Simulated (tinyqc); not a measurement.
A particle near a wafer in liquid: double-layer and van der Waals forces (DLVO), deposition barrier and removal: one step, computed by the program tinyqc. Command: `OMP_NUM_THREADS=1 python tinyqc.py 3110716 3110717 out.jsonl dlvo walk`. One thread of a shared host (Intel(R) Xeon(R) Processor @ 2.30GHz), about 0.01 s of CPU time with the checks.

Sphere and flat wall, Derjaguin approximation, constant potentials in the linear-superposition form, no retardation and no hydration force.

Question. Critical salt concentration. The barrier height is zero when U = 0 and F = 0 together: kappa h = 1 and kappa = 6 Z/(e A), e = 2.718282 here; c follows from kappa^2, with the potentials held fixed.

Inputs (values chosen for the exercise, of the order of those for alumina on silica in water): Hamaker constant A = 1e-20 J; salt concentration c = 0.26 mol/L; temperature T = 343 K.

Z = 14.75607 pN

kappa = 1.734821 1/nm

Give: critical kappa; critical concentration.

Answer.

critical kappa = 3.257 1/nm

critical concentration = 0.9165 mol/L
